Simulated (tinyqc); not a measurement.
Threshold switch as oscillator and as selector in a crossbar: one step of the calculation.

Off state: I = Ith sinh(V/V0)/sinh(Vth/V0) up to Vth. On state: V = Vh + I Ron down to the holding current Ih, at Vl = Vh + Ih Ron. Switching is instantaneous.

Problem. Relaxation oscillation. With a load RL from Vs and C across the switch, it oscillates if the load line misses both branches: (Vs - Vl)/Ih < RL < (Vs - Vth)/Ith. Charging without leakage takes RL C ln[(Vs - Vl)/(Vs - Vth)]; discharging takes (RL || Ron) C ln[(Vth - Ve)/(Vl - Ve)], Ve = (Vs Ron + Vh RL)/(Ron + RL).

Inputs (values chosen for the exercise); values of the order of Ge-Sb-Te and related chalcogenides: threshold voltage Vth = 2.6 V; holding voltage Vh = 1.11 V; on-state resistance Ron = 0.39 kohm; current at threshold Ith = 0.22 uA; holding current Ih = 30 uA; capacitance across the switch C = 110 fF; supply voltage Vs = 3.36 V; load resistance RL = 120 kohm.

Give: Vl; smallest RL; largest RL; charging time; Ve; discharging time; frequency.

Solution.

Vl = 1.1217 V
smallest RL = 74.610 kohm
largest RL = 3454.5 kohm
charging time = 14.258 ns
Ve = 1.1173 V
discharging time = 0.24876 ns
frequency = 68.933 MHz

With the off-state leakage included the charging takes 14.36 ns, 0.73 % above this value.

Range of the model: Delay times, drift of Vth and line resistance are left out.

tinyqc, about 0.01 s, one thread, Intel Xeon 2.30GHz (shared host): `OMP_NUM_THREADS=1 python tinyqc.py 2490131 2490132 out.jsonl`
